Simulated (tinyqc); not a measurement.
Cahn-Hilliard equation on a periodic one-dimensional grid: one step, computed by the program tinyqc.

Free energy F = h sum_j [A (c_j^2 - 1)^2/4 + (kappa/2) ((c_(j+1) - c_j)/h)^2]; dc/dt = Lap(mu), mu = A (c^3 - c) - kappa Lap(c), Lap(y)_j = (y_(j+1) - 2 y_j + y_(j-1))/h^2, mobility 1; the grid has n = 12 points.

Task: The first step. Start: c_j = c0 + amplitude x (z_j - mean of z). c(new) = c + dt Lap(mu).

Inputs (values chosen for the exercise, in reduced units):
```
quantity                    value  unit
spacing h                       1     -
well depth A                  1.1     -
gradient coefficient kappa    1.2     -
mean composition c0          0.26     -
noise amplitude               0.1     -
time step dt                0.027     -
```

Scheme: explicit Euler.

random numbers: 0.511  0.270  0.345  0.332  0.503  -0.170  0.677  -0.309  -0.802  -0.606  0.349  -0.555

Give: c at the start; mu at the start; c after one step; F at the start; F after one step.

Result:

c at the start: 0.30656  0.28246  0.28996  0.28866  0.30576  0.23846  0.32316  0.22456  0.17526  0.19486  0.29036  0.19996

mu at the start: -0.14868  -0.32384  -0.28158  -0.31315  -0.20361  -0.42979  -0.09839  -0.29372  -0.26954  -0.29729  -0.06939  -0.44756

c after one step: 0.29376  0.28833  0.28797  0.29247  0.29669  0.25351  0.30894  0.23048  0.17386  0.20176  0.27399  0.21824

F at the start = 2.8887

F after one step = 2.8770
